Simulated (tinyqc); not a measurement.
Van der Pauw, Hall and four-point-probe measurements on a doped layer: correction factor against the shape of the sample.

A uniform n-type layer with sheet resistance Rs = 1/(q ns mu), point contacts, low field (mu B small).

Rs = 1/(q ns mu). For a rectangle with contacts at the corners, RA = (8 Rs/pi) sum_(k>=0) ln coth((2k + 1) pi a/(2 b)) with current along a short side b and voltage along the opposite one, RB the same with a and b exchanged. ar = a/b. F = Rs/[(pi/ln 2)(RA + RB)/2]; small-asymmetry estimate 1 - (ln 2/2) d^2 - ((ln 2)^2/4 - (ln 2)^3/12) d^4 with d = (RB - RA)/(RB + RA).

Parameters, values chosen for the exercise:
```
symbol,value,unit,meaning
ns,5.6e12,cm^-2,sheet density of the layer
mu,420,cm^2/(V s),drift mobility
```

Constants: q = 1.602176634e-19 C. Results are converted to the units shown.

Correction factor against the shape of the sample:
```
ar    RA (ohm)  RB (ohm)   RB/RA        F  estimate of F
1       585.50    585.50  1.0000   1.0000         1.0000
1.23    283.72    1059.4  3.7341  0.87182        0.87413
1.46    137.69    1600.2  11.622  0.67381        0.70823
1.69    66.841    2175.9  32.554  0.52212        0.62128
1.91    33.486    2743.2  81.922  0.42172        0.58618
2.14    16.258    3345.0  205.75  0.34838        0.57126
2.37    7.8932    3951.2  500.59  0.29577        0.56529
2.6     3.8322    4559.5  1189.8  0.25661        0.56285
```

RB/RA rises from 1.00 to 1190 and F falls from 1.00 to 0.257. The estimate is 5.1 % above F at a/b = 1.46 and 2.19 times it in the last row. RA shrinks about as exp(-pi a/b): by a factor of 2.06 between the last two rows, against 2.06.

Numbers from tinyqc (`OMP_NUM_THREADS=1 python tinyqc.py 2850168 2850169 out.jsonl`; about 0.01 s on one thread of a shared Intel Xeon 2.30GHz).
